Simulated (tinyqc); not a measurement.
Series resistance and length offset from two lengths at two overdrives.

Inverse problem. In strong inversion R W = Rsd + k(x)(L - dL), k(x) = (1 + th1 x)/(mu0 Cox x), x the overdrive, Cox = eps0 eox/tox, with Rsd and dL independent of x. Find dL, Rsd, mu0 and th1.

Inputs (values chosen for the exercise):
```
symbol,value,unit,meaning
eox,7.28,,relative permittivity of the gate insulator (close to silicon nitride)
tox,4.1,nm,insulator thickness
```

Constants: eps0 = 8.8541878128e-14 F/cm where lengths are in cm. Results are converted to the units shown.

total resistance times width (ohm um):
```
	L = 0.084 um	L = 1 um
overdrive 0.5 V	452.276230	5480.23118
overdrive 1.05 V	289.388900	3056.66515
```

Solution. At each overdrive R W is a straight line in L; the two lines cross at L = dL, R W = Rsd. Their slopes give k x = (1 + th1 x)/(mu0 Cox), a straight line in x.

dL = 0.01800 um
Rsd = 90.00 ohm um
mu0 = 270.0 cm^2/(V s)
th1 = 0.3300 1/V

Computed by the program tinyqc: `OMP_NUM_THREADS=1 python tinyqc.py 2210088 2210089 out.jsonl`, one thread of a shared Intel Xeon 2.30GHz, about 0.01 s for the whole run.
